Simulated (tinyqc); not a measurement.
Inside a calculation: spherical quantum dot. Values are carried at full precision from step to step, so a last printed digit may differ when a step is redone from the rounded ones.

With hard walls E = c (x/R)^2/mw, x a zero of j_l: 1s 3.141593; 2s 6.283185; 1p 4.493409; 2p 7.725252; 1d 5.763459; 2d 9.095011; 1f 6.987932; 2f 10.417119.

Constants: hbar^2/2m0 = 3.80998211 eV angstrom^2; e^2/(4 pi eps0) = 14.39964547 eV angstrom; Ry = 13.60569312 eV; a0 (Bohr radius) = 0.5291772105 angstrom; hc = 1239.841984 eV nm.

Inputs chosen for the exercise (near those of a Si dot in SiO2, with the mean mass 3/(2/mt + 1/ml) for all six valleys; shifted at random, so the results belong to these values and not to a real crystal):
- R = 14 angstrom (radius)
- mw = 0.253 m0 (mass inside)
- V0 = 3.231 eV (barrier height)
- mb = 0.5 m0 (mass outside)
- E = 0.4722 eV (trial energy)
- Eg = 1.127 eV (bulk gap)
- mh = 0.34 m0 (hole mass)
- eps = 11.4 (dielectric constant inside)
- eps_o = 3.8 (dielectric constant of the oxide)

## Hard-wall levels

The six lowest of these, with their orbital degeneracy; c = hbar^2/2m0.

Hard walls:
```
state  degeneracy       x  E (eV)
1s              1  3.1416  0.7583
1p              3  4.4934  1.5513
1d              5  5.7635  2.5522
2s              1  6.2832  3.0332
1f              7  6.9879  3.7518
2p              3  7.7253  4.5853
```

Shells close, with spin and per valley, at 2, 8, 18, 20 electrons; levels above about 0.3 eV are beyond a parabolic mass, and anisotropic valleys split the shells. The real barrier, V0 = 3.231 eV, lies below 2 values at the end of the list.

## The matching condition at a trial energy

A sphere of radius R, isotropic masses, c = hbar^2/2m0, k = sqrt(mw E/c), kappa = sqrt(mb (V0 - E)/c). State n l is the spherical Bessel function j_l(k r) inside and k_l(kappa r) outside; psi and psi'/m are continuous: (k/mw) j_l'(kR)/j_l(kR) = (kappa/mb) k_l'(kappa R)/k_l(kappa R). For l = 0 this reads kR cot(kR) = 1 - (mw/mb)(1 + kappa R).

Both sides for the lowest state, in the form for l = 0.

k R = 2.4791
kappa R = 8.4239
left side = -3.1777
right side = -3.7685

The left side falls with E and the right side rises; here the left is the larger, so the level lies above the trial energy.

## Bound levels

All roots below V0 for angular numbers 0 to 3, two each at most; the last column is the ratio to the hard-wall level.

Finite barrier:
```
state  degeneracy  E (eV)     k R  E/E(hard)
1s              1  0.4977  2.5451      0.656
1p              3  1.0220  3.6471      0.659
1d              5  1.6766  4.6714      0.657
2s              1  2.0274  5.1368      0.668
1f              7  2.4375  5.6325      0.650
2p              3  3.0114  6.2605      0.657
```

6 levels of these are bound; the lowest reaches 66 % of its hard-wall value.

## Lowest optical transition

Brus estimate with the correlation term of Kayanuma, both carriers between hard walls (the gap is indirect in the bulk, which the estimate ignores): E = Eg + c (pi/R)^2 (1/mw + 1/mh) - 1.786 q/(eps R) - 0.248 Ry*, with q = e^2/(4 pi eps0), Ry* = Ry mu/eps^2, 1/mu = 1/mw + 1/mh, a* = a0 eps/mu, c = hbar^2/2m0. It assumes R below about a*.

Give the terms and the wavelength hc/E.

mu = 0.1451 m0
a* = 41.6 angstrom

confinement, Coulomb and correlation terms (eV): [1.3226, -0.1611, -0.0038]

E = 2.2847 eV
wavelength = 542.7 nm

R/a* = 0.34: strong confinement, as the formula assumes. For the electron, hard walls give 261 meV more than the finite barrier.

## Charging energy

Two electrons in the hard-wall 1s state repel by U = 1.786 q/(eps R) + q (1/eps_o - 1/eps)/R, the second term from the polarisation of the surface; q = e^2/(4 pi eps0). The addition energies are U for the second electron and U + E(1p) - E(1s) for the third, with U taken as constant and hard-wall levels.

direct term = 161.1 meV
polarisation term = 180.4 meV

addition energies (meV): [341.6, 1134.6]

## Checks

- Lowest level by radial finite differences against the matching condition, eV: both 0.4977.

tinyqc: `OMP_NUM_THREADS=1 python tinyqc.py 1282116 1282117 out.jsonl`; about 0.06 s, one thread, shared Intel(R) Xeon(R) Processor @ 2.30GHz.
